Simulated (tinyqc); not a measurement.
On-chip interconnect, size-dependent resistivity and RC delay: one step of the calculation.

A rectangular line between two neighbours and two ground planes. Surface and grain-boundary scattering are added to the bulk resistivity as corrections; capacitances are parallel-plate values without fringing; inductance is ignored.

Problem. Ladder and Elmore delays. 6 equal pi sections: series Rs = r Lw/6; node capacitances c Lw/6, halved at nodes 0 and 6, with Cl added to node 6; Rd feeds node 0. Elmore delay of node k: the sum, over the resistors on the path to k, of resistance times all capacitance downstream of it.

Parameters, values chosen for the exercise; metal values close to those of copper:
```
symbol,value,unit,meaning
Lw,23,um,line length
Rd,1300,ohm,driver resistance
Cl,0.75,fF,load capacitance
```

r = 2.1854121 ohm/um
c = 0.088541878 fF/um

Wanted: Rs; C; Elmore delay.

Solution.

Rs = 8.377 ohm

```
node  C (fF)  Elmore delay (ps)
0     0.1697              3.622
1     0.3394              3.644
2     0.3394              3.663
3     0.3394              3.680
4     0.3394              3.693
5     0.3394              3.704
6     0.9197              3.711
```

The far-end value equals Rd (c Lw + Cl) + r Lw (c Lw/2 + Cl) for any number of pi sections; the line resistance contributes 2.39 % of it.

Computed by the program tinyqc: `OMP_NUM_THREADS=1 python tinyqc.py 2100032 2100033 out.jsonl`, one thread of a shared Intel Xeon 2.30GHz, about 0.01 s for the whole run.
